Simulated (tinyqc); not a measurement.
MOS structure on a p-type body with a doping step (retrograde), non-linear Poisson equation by Newton steps: one step of the calculation.

One dimension, insulator interface at x = 0, acceptor density N1 for x < x1 and Na beyond, net doping C = -(acceptor density). psi is counted from the intrinsic level: n = ni exp((psi - Vb)/Vt), p = ni exp(-psi/Vt); deep in the body psi_b = -Vt ln(Na/ni). The gate acts through Cox = eps0 eox/tox and has the potential psi_G = Vg - (phiM - chi - Vt ln(Nc/ni)). Boltzmann statistics, full ionisation, classical densities, no oxide or interface charge.

Task. Scales and end potentials. ni = sqrt(Nc Nv) exp(-Eg/(2 Vt)), Eg in volts; Cox, psi_G and psi_b as defined.

Inputs (values chosen for the exercise); band and dielectric values close to those of silicon: temperature T = 350 K; band gap Eg = 1.11 eV; conduction-band density of states at T Nc = 3.5e19 cm^-3; valence-band density of states at T Nv = 3.31e19 cm^-3; electron affinity chi = 3.99 eV; acceptor density deep in the body Na = 5.9e17 cm^-3; relative permittivity of the gate insulator (close to silicon nitride) eox = 7.34; insulator thickness tox = 3.2 nm; gate work function phiM = 4 eV; gate voltage against the body Vg = 0.28 V.

Constants: q = 1.602176634e-19 C, kB = 1.380649e-23 J/K, Vt = kB T/q, eps0 = 8.8541878128e-14 F/cm where lengths are in cm. Results are converted to the units shown.

Give: ni; Cox; psi_G; psi_b.

Result.

ni = 3.470e11 cm^-3
Cox = 2.031 uF/cm^2
psi_G = 0.8258 V
psi_b = -0.4327 V

Program tinyqc, `OMP_NUM_THREADS=1 python tinyqc.py 2080158 2080159 out.jsonl`; Intel Xeon 2.30GHz, shared host, one thread, about 0.6 s.
